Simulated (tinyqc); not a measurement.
## One gate, two gates and a surrounding gate

Below threshold the potential that source and drain add obeys Laplace's equation, vanishes on the gates and decays along the channel as exp(-k y). The same ts (depleted depth over a conducting body, body thickness or wire diameter), ti and permittivities in three geometries; k is the smallest positive root of: one gate, f(k) = eps_r sin(k ti) cos(k ts) + ei cos(k ti) sin(k ts); two gates, f(k) = ei cos(k ti) cos(k ts/2) - eps_r sin(k ti) sin(k ts/2); wire, f(k) = ei J0(u)[J1(u) Y0(v) - Y1(u) J0(v)] - eps_r J1(u)[J0(u) Y0(v) - Y0(u) J0(v)], u = k ts/2, v = u + k ti. Parabolic estimates of l: sqrt((eps_r/ei) ts ti); sqrt((eps_r/(2 ei)) ts ti (1 + ei ts/(4 eps_r ti))); sqrt([2 eps_r ts^2 ln(1 + 2 ti/ts) + ei ts^2]/(16 ei)), in the same order.

Inputs (values chosen for the exercise); permittivities: semiconductor close to that of germanium, insulator close to that of aluminium oxide: relative permittivity of the semiconductor eps_r = 16.3; relative permittivity of the insulator ei = 9.36; insulator thickness ti = 4.6 nm; body thickness ts = 10.8 nm.

Scale lengths (nm):

|  | Lambda = pi/k | l = 1/k | l(parabolic) |
|---|---|---|---|
| one gate over a conducting body | 16.74 | 5.328 | 9.301 |
| two gates | 24.20 | 7.702 | 7.605 |
| wire | 15.43 | 4.912 | 4.789 |

What does the table show?

The wire has the shortest scale length, 0.638 times that of the double gate; the single gate over a conducting body has 0.692 times it, its layer ending directly on a conductor where the double gate has a second insulator. The parabolic estimates are 75 % above, 1.3 % below and 2.5 % below the exact l, in the order of the rows.

tinyqc, about 0.01 s, one thread, Intel Xeon 2.30GHz (shared host): `OMP_NUM_THREADS=1 python tinyqc.py 2420075 2420076 out.jsonl`
